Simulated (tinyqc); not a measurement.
Schottky barrier with interface states (Cowley-Sze model), image lowering and contact resistance: one step, computed by the program tinyqc.

An n-type semiconductor under a metal. The barrier lies between the Schottky-Mott limit phi_M - chi and the Bardeen limit E_g - E_n, E_n being the neutrality level of the interface states; the space-charge term of the full Cowley-Sze expression is left out.

Question. Depletion layer and image lowering under reverse bias. N_c = 2 M_c (2 pi m_e k_B T/h^2)^(3/2); xi = E_c - E_F solves N = N_c F_1/2(-xi/k_B T) (bisection; full ionisation). F_1/2(eta) = (2/sqrt(pi)) int_0^infinity sqrt(x)/(1 + exp(x - eta)) dx, by the trapezoid rule in t = sqrt(x) with step 0.02 up to t = 12 (for eta < -12 by exp(eta) - exp(2 eta)/2^(3/2)). V_bi = phi_B - xi; W = sqrt(2 eps_s eps_0 (V_bi + V_r - k_B T/e)/(e N)); field at the metal E_m = e N W/(eps_s eps_0); image lowering sqrt(e E_m/(4 pi eps_s eps_0)).

Inputs (values chosen for the exercise, with gap, mass and screening modelled on 4H-SiC):
```
quantity                     value   unit
dielectric constant eps_s       10      -
electron mass m_e             0.39    m_0
valleys M_c                      3      -
donor density N            3.1e+16  cm^-3
temperature T                  425      K
reverse bias V_r               3.1      V
```

Pinning factor from: interface states.

barrier phi_B = 1.189845 eV

Constants: k_B = 8.617333262e-05 eV/K; m_0 = 9.1093837015e-31 kg; k_B = 1.380649e-23 J/K; h = 6.62607015e-34 J s; eps_0 = 8.8541878128e-12 F/m; e = 1.602176634e-19 C.

Give: N_c; xi; built-in voltage V_bi; depletion width W; field E_m; image lowering.

Answer.

N_c = 3.092e+19 cm^-3

xi = 0.2529 eV

built-in voltage V_bi = 0.9370 V

depletion width W = 377.7 nm

field E_m = 2.118e+05 V/cm

image lowering = 0.05523 eV
